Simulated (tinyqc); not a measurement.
Worked calculation: heavy doping: gap narrowing, degeneracy and the minority density. Values are carried at full precision from step to step, so a last printed digit may differ when a step is redone from the rounded ones.

Empirical narrowing (Slotboom form, constants chosen for the exercise; published fits of this form give the apparent narrowing, here it is taken as the true one): dEg = E0 [ln(N/N0) + sqrt(ln(N/N0)^2 + C)].

Constants: kB = 8.617333262e-05 eV/K; e^2/(4 pi eps0) = 14.39964547 eV angstrom.

Parameters, chosen for this exercise (gap and densities of states near those of Si at this temperature; narrowing constants near the fits for Si; the results hold for these values, not for the real material): N = 7.7e+17 1/cm^3 (ionised acceptors, equal to the majority density); E0 = 6.3 meV (narrowing scale); N0 = 1.4e+17 1/cm^3 (onset density); C = 0.5 (smoothing constant); Nv = 1.74e+19 1/cm^3 (valence-band density of states); Eg = 1.097 eV (gap); Nc = 4.18e+19 1/cm^3 (conduction-band density of states); T = 400 K; eps = 11.7 (dielectric constant); Mv = 1 (majority valleys).

## Gap narrowing

Evaluate at N.

ln(N/N0) = 1.7047
dEg (empirical fit) = 22.37 meV

Well above N0 each decade of doping adds 2 E0 ln 10 = 29.0 meV.

## Degeneracy of the majority band

F_j(eta) = (1/Gamma(j + 1)) integral_0^infinity x^j dx/(1 + exp(x - eta)), which tends to exp(eta) for eta << 0.

Majority: N = Nv F_1/2(eta), eta the distance of EF beyond the majority band edge in kT. Degeneracy factor gam = F_1/2(eta)/exp(eta). ni0^2 = Nc Nv exp(-Eg/kT); product n p = ni0^2 gam exp(dEg/kT), dEg the true narrowing; apparent narrowing dEa = dEg + kT ln gam; minority density = n p/N.

Solve for eta and form gam.

N/Nv = 0.04425
eta = -3.1022
gam = 0.9845

## Product and minority density

Combine both effects.

ni0 = 3.31e+12 1/cm^3
exp(dEg/kT) = 1.91
dEa = 21.8 meV
sqrt(n p) = 4.55e+12 1/cm^3
minority density = 2.68e+07 1/cm^3

Narrowing multiplies the product by 1.91 and degeneracy by 0.984; together they change the minority density by a factor 1.88 against ni0^2/N.

## Two estimates of the size

Two physical estimates, e2 = e^2/(4 pi eps0), N in 1/angstrom^3: exchange shift at the Fermi level, Ex = (e2/eps) kF/pi with kF = (3 pi^2 N/Mv)^(1/3); screened-pair energy (Lanyon-Tuft), Es = (3/4)(e2/eps) qs with qs^2 = (4 pi e2 N/(eps kT)) F_-1/2(eta)/F_1/2(eta).

Evaluate both at N.

kF = 0.02836 1/angstrom
Ex = 11.11 meV
Es = 17.02 meV

Against the fitted dEg = 22.4 meV, Ex is 0.50 and Es 0.76 times as large; each keeps one mechanism only, and Ex assumes a strongly degenerate gas, while here eta is only -3.10.

## Checks

- Minority density against the Boltzmann occupation of the other band at the narrowed gap (1/cm^3): both 2.683e+07.

Computed by tinyqc, a small Python program: `OMP_NUM_THREADS=1 python tinyqc.py 1651056 1651057 out.jsonl` (the numbers bound the seed that draws the inputs); one thread of a shared host (Intel(R) Xeon(R) Processor @ 2.30GHz), about 0.01 s for the whole set of steps.
